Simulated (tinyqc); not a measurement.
Inside a calculation: Penn model of the dielectric constant and Phillips ionicity. Values are carried at full precision from step to step, so a last printed digit may differ when a step is redone from the rounded ones.

n = 32/a^3; Ep^2 = 8 pi c e2 n with c = hbar^2/2m0, e2 = e^2/(4 pi eps0); EF = c (3 pi^2 n)^(2/3); eps = 1 + (Ep/Eg)^2 S with S = 1 - Eg/(4 EF) + (Eg/(4 EF))^2/3, Eg the Penn gap. Core d shells are left out.

Constants: hbar^2/2m0 = 3.80998211 eV angstrom^2; e^2/(4 pi eps0) = 14.39964547 eV angstrom.

Values chosen for the exercise (out of a larger set: near those of CdTe; not measured data): a = 6.483 angstrom (cubic lattice constant, 32 valence electrons a cell); ei = 7.24 (high-frequency dielectric constant).

## Valence electron gas

Evaluate n, Ep and EF.

n = 0.11744 1/angstrom^3
Ep = 12.725 eV
EF = 8.745 eV

## Penn gap from the dielectric constant

Start with S = 1 and repeat Eg = Ep sqrt(S/(ei - 1)) until Eg changes by less than 1e-6 eV.

Iterations:
```
step  Eg in (eV)       S  Eg out (eV)
1         5.0942  0.8614       4.7281
2         4.7281  0.8709       4.7541
3         4.7541  0.8702       4.7522
4         4.7522  0.8703       4.7524
5         4.7524  0.8703       4.7523
6         4.7523  0.8703       4.7523
```

Penn gap Eg = 4.752 eV

The factor S lowers the gap by 0.342 eV from the first estimate. The Penn gap is a mean bonding-antibonding separation, near the main peak of eps2, not the smallest gap.

## Homopolar and ionic parts

Phillips: bond length d = sqrt(3) a/4; homopolar gap Eh = 39.74 d^(-2.48) eV (d in angstrom); Eg^2 = Eh^2 + C^2; ionicity fi = C^2/Eg^2.

Split the gap.

d = 2.8072 angstrom
Eh = 3.073 eV
C = 3.63 eV
fi = 0.582

fi lies below the value 0.785 that divides fourfold from sixfold coordination in this scheme. The tabulated Phillips value of C for CdTe is about 4.9 eV; this model, without its d-shell factor and with shifted inputs, gives 0.74 times that.

## Checks

- Penn gap by iteration against bisection (eV): both 4.752.

Run: tinyqc, `OMP_NUM_THREADS=1 python tinyqc.py 1682118 1682119 out.jsonl`; Intel(R) Xeon(R) Processor @ 2.30GHz, one thread, shared host; about 0.01 s of CPU time with all checks.
